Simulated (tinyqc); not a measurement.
# Inputs raised by 10 %, one at a time

Model: decay of LO phonons and the hot-phonon bottleneck in the cooling of electrons. Computed by tinyqc, a small Python program. Command: `OMP_NUM_THREADS=1 python tinyqc.py 3003465 3003466 out.jsonl hotphonon sens`. One thread of a shared host (Intel(R) Xeon(R) Processor @ 2.30GHz), about 0.01 s of CPU time with the checks.

n(E, T) = 1/(exp(E/(k_B T)) - 1) is the Bose occupation. Electrons have a temperature T_e; the LO modes within their reach share one occupation N; the decay products stay at the lattice temperature.

Inputs (values chosen for the exercise, modelled on gallium oxide): LO energy hbar omega = 43.2 meV; lifetime at T = 0, tau_0 = 1.3 ps; lattice temperature T = 400 K; electron mass m* = 0.287 m_0; eps_inf = 3.53; static dielectric constant eps_s = 10.5; electron density n = 6.6e+17 1/cm^3; density of LO modes that the electrons reach, N_m = 6e+18 1/cm^3; power supplied per electron P = 3.5 nW.

Decay channel: two equal phonons (Klemens).

Constants: k_B = 8.617333262e-05 eV/K; c = 299792458 m/s; e^2/(4 pi eps_0) = 14.39964548 eV angstrom; hbar^2/(2 m_0) = 3.80998212 eV angstrom^2; hbar = 6.582119569e-16 eV s; e = 1.602176634e-19 C.

Method:
- Decay rate 1/tau = (1/tau_0) [1 + 2 n(hbar omega/2)].
- Full width Gamma = 1/(2 pi c tau) in 1/cm, c in cm/s.
- Froehlich coupling alpha = (e^2/(4 pi eps_0)) (1/eps_inf - 1/eps_s) k_0/(2 hbar omega), k_0 = sqrt(m* hbar omega/(hbar^2/(2 m_0))); emission time tau_sp = hbar/(2 alpha hbar omega); bottleneck ratio r = (n/N_m) tau/tau_sp.
- Net emission per electron: [(N + 1) x - N]/tau_sp with x = exp(-hbar omega/(k_B T_e)), a simple two-level balance; steady state of the modes: n [(N + 1) x - N]/tau_sp = N_m (N - N_0)/tau; power per electron P = hbar omega [(N + 1) x - N]/tau_sp.
- With p = P tau_sp/(hbar omega): N = N_0 + r p and x = (p + N)/(N + 1); without hot phonons N = N_0. The mode temperature T_LO solves n(hbar omega, T_LO) = N.

Runs:
```
input moved                                                    from        to  electron temperature T_e (K)  mode temperature T_LO (K)  LO occupation N  Raman width Gamma (1/cm)
base run                                                          -         -                        414.21                     412.47          0.42165                    13.457
lattice temperature T (K)                                       400       440                        452.95                     451.16          0.49070                    14.723
electron mass m* (m_0)                                        0.287    0.3157                        414.13                     412.47          0.42165                    13.457
eps_inf                                                        3.53     3.883                        414.48                     412.47          0.42165                    13.457
static dielectric constant eps_s                               10.5     11.55                        414.13                     412.47          0.42165                    13.457
electron density n (1/cm^3)                                 6.6e+17  7.26e+17                        415.45                     413.71          0.42384                    13.457
density of LO modes that the electrons reach, N_m (1/cm^3)    6e+18   6.6e+18                        413.08                     411.34          0.41965                    13.457
power supplied per electron P (nW)                              3.5      3.85                        415.62                     413.71          0.42384                    13.457
```

Exponents ln(y'/y) / ln(x'/x):
```
input                                              electron temperature T_e  mode temperature T_LO  LO occupation N  Raman width Gamma
lattice temperature T                                                 0.938                  0.941            1.591              0.943
electron mass m*                                                     -0.002                  0.000            0.000              0.000
eps_inf                                                               0.007                  0.000            0.000              0.000
static dielectric constant eps_s                                     -0.002                  0.000            0.000              0.000
electron density n                                                    0.031                  0.032            0.054              0.000
density of LO modes that the electrons reach, N_m                    -0.029                 -0.029           -0.050              0.000
power supplied per electron P                                         0.036                  0.032            0.054              0.000
```

To which inputs is each result most sensitive?

Among the inputs moved here: electron temperature T_e answers most in size to lattice temperature T (exponent +0.938), next to power supplied per electron P (+0.036). Mode temperature T_LO answers most in size to lattice temperature T (exponent +0.941), next to electron density n (+0.032); its exponent is below 0.0005 for electron mass m*, eps_inf, static dielectric constant eps_s. LO occupation N answers most in size to lattice temperature T (exponent +1.591), next to electron density n (+0.054); its exponent is below 0.0005 for electron mass m*, eps_inf, static dielectric constant eps_s. Raman width Gamma answers most in size to lattice temperature T (exponent +0.943); its exponent is below 0.0005 for electron mass m*, eps_inf, static dielectric constant eps_s, electron density n, density of LO modes that the electrons reach, N_m, power supplied per electron P.

Caution (all rows): alpha is above 1/2, so hbar/tau_sp exceeds hbar omega and the emission time, a weak-coupling result, is only rough.
